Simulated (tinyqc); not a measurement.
Contact resistivity and sheet resistance from two contact lengths.

Problem. Rc = [sqrt(rc Rsh)/Wc] coth(Lc/(2 LT)), LT = sqrt(rc/Rsh), Wc = 120 nm; the second contact is twice as long as the first. Find LT, rc and Rsh.

Rc for Lc = 34 and 68 nm (ohm): 77.2689320  44.0268877

Answer. With t = tanh(Lc/(2 LT)) for the shorter contact, the resistance of the longer over that of the shorter is (1 + t^2)/2. Then sqrt(rc Rsh) = Rc t Wc, and rc and Rsh follow by multiplying and dividing by LT.

LT = 43.3 nm
rc = 1.50e-9 ohm cm^2
Rsh = 80.0 ohm

Numbers from tinyqc (`OMP_NUM_THREADS=1 python tinyqc.py 2170010 2170011 out.jsonl`; about 0.02 s on one thread of a shared Intel Xeon 2.30GHz).
